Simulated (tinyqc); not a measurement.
# From classical barrier back to displacement dQ

Model: configuration-coordinate model of a defect: Huang-Rhys factor and luminescence line shape. Computed by tinyqc, a small Python program. Command: `OMP_NUM_THREADS=1 python tinyqc.py 3027843 3027844 out.jsonl ccline inv`. One thread of a shared host (Intel(R) Xeon(R) Processor @ 2.30GHz), about 0.07 s of CPU time with the checks.

Ground state E_g(Q) = (1/2) omega_g^2 Q^2; excited state E_e(Q) = E_0 + (1/2) omega_e^2 (Q - dQ)^2 with omega_e = omega_g and E_0 = E_ZPL. Q is mass-weighted; the dipole does not depend on Q (Condon approximation).

Inputs (values chosen for the exercise, for a model defect):

| quantity | value | unit |
|---|---|---|
| zero-phonon energy E_ZPL | 1.14 | eV |
| ground-state phonon hbar omega_g | 16.3 | meV |
| temperature T | 20 | K |
| refractive index n_r | 2.29 | - |
| transition dipole mu | 0.82 | e angstrom |
| quenching prefactor nu_0 | 1e+11 | 1/s |

Modes: equal frequencies in both states.

Constants: hbar^2/u = 4.18015928e-03 eV angstrom^2; hbar = 6.582119569e-16 eV s; e = 1.602176634e-19 C; eps_0 = 8.8541878128e-12 F/m; hbar = 1.054571817e-34 J s; c = 299792458 m/s; k_B = 8.617333262e-05 eV/K.

Method. S = hbar omega dQ^2/(2 hbar^2/u) for each state; relaxation energy S hbar omega; absorption at E_0 + S_e hbar omega_e, emission at E_0 - S_g hbar omega_g; the Stokes shift is their difference. The curves cross at the root Q_c nearest dQ; the barrier is (1/2) omega_e^2 (Q_c - dQ)^2, with (1/2) omega^2 = (hbar omega)^2/(2 hbar^2/u). k_r = n_r omega^3 mu^2/(3 pi eps_0 hbar c^3) at the vertical emission energy, without local-field correction; k_nr = nu_0 exp(-barrier/k_B T) (Mott-Seitz); yield = k_r/(k_r + k_nr); T_1/2 = barrier/(k_B ln(nu_0/k_r)).

Question. A run gave the result below. Find the displacement dQ, known to lie between 0.89 and 2 u^(1/2) angstrom.

classical barrier = 7.293171 eV

Answer.

Each step takes the trial c = (a f_b - b f_a)/(f_b - f_a), f being the result less the target and a, b, c the logarithms of the listed values; c replaces end b, the old b replaces a if the sign of f changed, and otherwise f_a is halved.

Scan of the range:

| displacement dQ (u^(1/2) angstrom) | classical barrier (eV) |
|---|---|
| 0.89 | 12.3431 |
| 1.02 | 9.2647 |
| 1.17 | 6.9092 |
| 1.33 | 5.2236 |
| 1.53 | 3.8159 |
| 1.75 | 2.7926 |
| 2.00 | 2.0176 |

False position (Illinois rule, in the logarithm of the input) inside the bracket:

| step | end a | end b | trial | classical barrier (eV) |
|---|---|---|---|---|
| 1 | 1.02000 | 1.17000 | 1.14413 | 7.25038 |
| 2 | 1.02000 | 1.14413 | 1.13867 | 7.32527 |
| 3 | 1.14413 | 1.13867 | 1.14101 | 7.29308 |
| 4 | 1.13867 | 1.14101 | 1.14100 | 7.29317 |
| 5 | 1.13867 | 1.14100 | 1.14100 | 7.29317 |
| 6 | 1.14100 | 1.14100 | 1.14100 | 7.29317 |

Classical barrier falls at every point of a 13-point scan of the range (every second point is shown), so one value fits; it is bracketed by 1.02 and 1.17. Answer: displacement dQ = 1.141 u^(1/2) angstrom.

Caution: the curves cross far outside the range of the harmonic model, so the barrier and T_1/2 have no quantitative meaning.
